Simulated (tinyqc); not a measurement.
Worked calculation: sp3s* tight binding. Values are carried at full precision from step to step, so a last printed digit may differ when a step is redone from the rounded ones.

sp3s* tight binding, nearest neighbours only: anion (a) at 0, cation (c) at a/4 (1,1,1), orbitals s, px, py, pz, s* on each; k in units of 2 pi/a. With phases e_j = exp(i (pi/2) k.n_j) for n = (1,1,1), (1,-1,-1), (-1,1,-1), (-1,-1,1): g0 = (e1+e2+e3+e4)/4, g1 = (e1+e2-e3-e4)/4, g2 = (e1-e2+e3-e4)/4, g3 = (e1-e2-e3+e4)/4. The diagonal holds the levels Esa, Epa, Exa (s*) and Esc, Epc, Exc. Anion-cation block: <sa|sc> = Vss g0; <sa|xc> = Vsapc g1; <xa|sc> = -Vscpa g1; <xa|xc> = Vxx g0; <xa|yc> = <ya|xc> = Vxy g3, <xa|zc> = <za|xc> = Vxy g2, <ya|zc> = <za|yc> = Vxy g1; <s*a|xc> = Vxapc g1; <xa|s*c> = -Vpaxc g1; y and z take g2 and g3 in place of g1; s-s* and s*-s* vanish.

Constants: hbar^2/2m0 = 3.80998211 eV angstrom^2.

Parameters, chosen for this exercise (near a published set for InP, fitted to gaps, whose masses and valley positions are rough; the results hold for these values, not for the real material):
```
symbol  value        unit      meaning
k       (0.2, 0, 0)  2 pi/a    wave vector
Esa     -8.592       eV        s level of the anion
Epa     0.872        eV        p level of the anion
Esc     -1.491       eV        s level of the cation
Epc     4.065        eV        p level of the cation
Exa     8.248        eV        s* level of the anion
Exc     7.056        eV        s* level of the cation
Vss     -5.329       eV        s-s
Vxx     1.889        eV        px-px
Vxy     4.231        eV        px-py
Vsapc   2.216        eV        s anion, p cation
Vscpa   5.564        eV        s cation, p anion
Vxapc   3.473        eV        s* anion, p cation
Vpaxc   4.452        eV        p anion, s* cation
a       5.87         angstrom  lattice constant
```

## Phase sums

Form g0 to g3 at this k.

g0, g1, g2, g3: 0.95106  0.30902i  0.00000  0.00000

## The Hamiltonian without spin-orbit coupling

Fill in the 10 x 10 matrix.

H(k) (eV):
```
           sa       xa        ya        za       s*a        sc       xc       yc       zc       s*c
sa    -8.5920        0         0         0         0   -5.0682  0.6848i        0        0         0
xa          0   0.8720         0         0         0  -1.7194i   1.7965        0        0  -1.3757i
ya          0        0    0.8720         0         0         0        0   1.7965  1.3075i         0
za          0        0         0    0.8720         0         0        0  1.3075i   1.7965         0
s*a         0        0         0         0    8.2480         0  1.0732i        0        0         0
sc    -5.0682  1.7194i         0         0         0   -1.4910        0        0        0         0
xc   -0.6848i   1.7965         0         0  -1.0732i         0   4.0650        0        0         0
yc          0        0    1.7965  -1.3075i         0         0        0   4.0650        0         0
zc          0        0  -1.3075i    1.7965         0         0        0        0   4.0650         0
s*c         0  1.3757i         0         0         0         0        0        0        0    7.0560
```

## Levels at this k

Diagonalise H, which belongs to k = (0.2, 0, 0) (2 pi/a). Four bands are filled (two electrons each); give the make-up of band 5, the lowest empty one.

levels (eV): -11.2983  -1.1435  -0.2675  -0.2675  2.0910  4.5661  5.2045  5.2045  7.4020  8.5408

weights of band 5: s 0.685, p 0.296, s* 0.018

weight of band 5 on atom a = 0.342

The vertical gap at this k is 2.3585 eV; band 5 is mostly s-like.

## Levels at Gamma

At k = 0 only g0 = 1 is left and H falls into 2 x 2 blocks [[E_a, V], [V, E_c]] with roots (E_a + E_c)/2 -/+ sqrt(((E_a - E_c)/2)^2 + V^2); the s* levels stay uncoupled. The direct gap runs from the highest lower root of the p blocks to the lowest upper root.

Blocks at Gamma (eV):
```
block            E_a      E_c        V  lower root  upper root
s (Gamma1)   -8.5920  -1.4910  -5.3290    -11.4450      1.3620
p (Gamma15)   0.8720   4.0650   1.8890     -0.0048      4.9418
```

direct gap at Gamma = 1.3667 eV

The lowest empty level at Gamma is s-like.

## Bands near the gap

Diagonalise at L = (1/2,1/2,1/2), X = (1,0,0), W = (1,1/2,0), K = (3/4,3/4,0) and at the fractions named between them; energies from the top of the valence band at Gamma; 4 bands are filled.

Levels (eV):
```
k        level 2  level 3  level 4  level 5  level 6
L         -5.775   -0.978   -0.978    1.877    4.223
L-G 0.5   -3.455   -0.529   -0.529    2.204    4.501
G          0.000    0.000    0.000    1.367    4.947
G-X 0.2   -1.139   -0.263   -0.263    2.096    4.571
G-X 0.4   -2.866   -0.854   -0.854    2.683    3.865
G-X 0.6   -4.540   -1.463   -1.463    2.779    3.280
G-X 0.7   -5.290   -1.710   -1.710    2.685    3.119
G-X 0.8   -5.939   -1.895   -1.895    2.563    3.032
G-X 0.9   -6.421   -2.010   -2.010    2.472    2.987
X         -6.612   -2.049   -2.049    2.440    2.972
W         -6.612   -2.049   -2.049    2.440    2.972
K         -6.499   -2.216   -1.730    2.371    3.098
K-G 0.5   -4.110   -1.343   -0.588    2.434    4.001
```

On these points the lowest empty level is lowest at G, 1.367 eV above the top.

## Valleys and masses

The lowest conduction level at Gamma, at its minimum on (x,0,0) for x from 0.5 to 1, and at the point L (L, and X where the search ends there, need not be minima in this model; a zero or negative inverse mass shows it). Inverse masses m0/m = (E(+h) + E(-h) - 2 E)/(2 c q^2) with c = hbar^2/2m0, q = h 2 pi/a, h = 0.002; longitudinal along the valley axis ([100] at Gamma and Delta, [111] at L), transverse along [010] or [1-10]. A dash: the next level lies within 0.15 eV, so a single mass has no use there.

Valleys:
```
valley  x (2 pi/a)  E - Ev (eV)  m0/m_l  m0/m_t
Gamma       0.0000       1.3667    8.44    8.44
Delta       1.0000       2.4401    0.75    0.00
L           0.5000       1.8771    0.63    1.48
```

Of these three the lowest is Gamma, which makes the gap direct, 1.3667 eV. At Delta m0/m_t is 0.00. This nearest-neighbour model is fitted to gaps: it places the Delta minimum and the masses at Delta and L only roughly (transverse masses can be several times too heavy), and since its bands are flat from X to W the transverse mass grows too heavy towards X; d orbitals or second neighbours cure this.

## Checks

- Direct gap at Gamma from the blocks against the full matrix: both 1.36674.

tinyqc: `OMP_NUM_THREADS=1 python tinyqc.py 1450095 1450096 out.jsonl`; about 0.06 s, one thread, shared Intel(R) Xeon(R) Processor @ 2.30GHz.
